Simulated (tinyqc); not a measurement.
Raising U: Hubbard chain of 4 sites, mean field against exact. Computed by the program tinyqc. Collinear unrestricted mean field (the lowest of 40 random starts) against exact diagonalisation.

one-body matrix (hopping and site energies) (eV):
```
,1,2,3,4
1,-0.1100,-0.6400,0.0000,0.0000
2,-0.6400,-0.1800,-0.6400,0.0000
3,0.0000,-0.6400,-0.4600,-0.6400
4,0.0000,0.0000,-0.6400,-0.1800
```

electrons, up and down: 2  2

Exact and mean-field results (eV):
```
U,U/t,E exact,E mean field,mean |n_up - n_down|,"double occupancy, exact",first gap in the sector
0.320,0.500,-3.51036,-3.49415,0.000,0.227,0.695
0.640,1.000,-3.23634,-3.17159,0.000,0.201,0.621
1.280,2.000,-2.78289,-2.54292,0.385,0.154,0.503
1.920,3.000,-2.44037,-2.11771,0.692,0.115,0.414
3.840,6.000,-1.84872,-1.55973,0.917,0.050,0.255
5.120,8.000,-1.64612,-1.40580,0.953,0.031,0.199
7.680,12.000,-1.42194,-1.24878,0.979,0.015,0.137
12.800,20.000,-1.23000,-1.12174,0.992,0.006,0.084
```

Estimate the missing row, U = 2.56.

Computed row:
```
U        U/t   E exact  E mean field  mean |n_up - n_down|  double occupancy, exact  first gap in the sector
2.560  4.000  -2.18519      -1.85301                 0.817                    0.086                    0.346
```

In absolute terms mean field is worst at U/t = 4.0, 0.332 eV too high: at small U it is nearly exact, and at large U it misses only exchange-scale energies. Its local moments set in at U/t = 2.0 of those listed, a broken symmetry that the exact state of a finite cluster with equal spins does not have. Relative to the exact energy its error is 0.5 % at the smallest U, 16 % at most and 9 % at the largest. The double occupancy falls from 0.227 to 0.006.
